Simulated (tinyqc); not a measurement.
What each parameter does: core-shell quantum dot (spherical envelope functions).

Parabolic bands; strain and other valleys are left out. s states, u = r psi, hard wall at R + H, c = hbar^2/2m0, energies from the band edges of the core. Core: u = sin(k1 r)/k1, k1 = sqrt(m1 E/c). At R, psi and psi'/m are continuous, so u is continuous and its slope in the shell is s = u/R + (m2/m1)(u' - u/R). Shell: u(R + x) = u(R) cos(k2 x) + s sin(k2 x)/k2, k2 = sqrt(m2 (E - V)/c); for negative arguments the functions turn into sinh and cosh. A level has u(R + H) = 0.

Overlap = (integral of u_e u_h)^2 with normalised u. Coulomb integrals J_ab = (q/eps) double integral of u_a(r)^2 u_b(s)^2/max(r, s), q = e^2/(4 pi eps0), one eps everywhere. Exciton E = Eg + E_e + E_h - J_eh; first-order biexciton shift J_ee + J_hh - 2 J_eh (positive: repulsive).

Constants: hbar^2/2m0 = 3.80998211 eV angstrom^2; e^2/(4 pi eps0) = 14.39964547 eV angstrom; hc = 1239.841984 eV nm.

Parameters, chosen for this exercise (near those of a CdSe/CdS core-shell dot; not measured data):
- R = 21 angstrom (core radius)
- H = 29 angstrom (shell thickness)
- Vc = 0.292 eV (conduction edge of the shell above that of the core)
- Vv = 0.435 eV (hole barrier of the shell)
- me1 = 0.133 m0 (electron, core)
- me2 = 0.209 m0 (electron, shell)
- mh1 = 0.469 m0 (hole, core)
- mh2 = 0.836 m0 (hole, shell)
- Eg = 1.714 eV (gap of the core)
- eps = 6 (dielectric constant)

All quantities anew.

Results for these values:
```
case  E (eV)  overlap  electron in core  biexciton shift (meV)
base   1.910    0.801             0.655                    9.6
```

What happens to each result for R = 18 angstrom, all else kept?

Answer: E rises from 1.910 to 1.963; overlap falls from 0.801 to 0.745; electron in core falls from 0.655 to 0.553; biexciton shift rises from 9.6 to 14.9.

The same for each parameter in turn:
```
case             E (eV)  overlap  electron in core  biexciton shift (meV)
base              1.910    0.801             0.655                    9.6
R = 18 angstrom   1.963    0.745             0.553                   14.9
H = 34 angstrom   1.910    0.786             0.641                   10.3
Vc = 0.392 eV     1.934    0.871             0.730                    5.8
Vv = 0.326 eV     1.904    0.843             0.655                    7.3
me2 = 0.261 m0    1.892    0.817             0.672                    9.2
mh1 = 0.375 m0    1.924    0.829             0.655                    7.0
eps = 6.9         1.927    0.801             0.655                    8.3
```

Program tinyqc; command `OMP_NUM_THREADS=1 python tinyqc.py 1252397 1252398 out.jsonl`; about 0.08 s on one thread of a shared Intel(R) Xeon(R) Processor @ 2.30GHz.
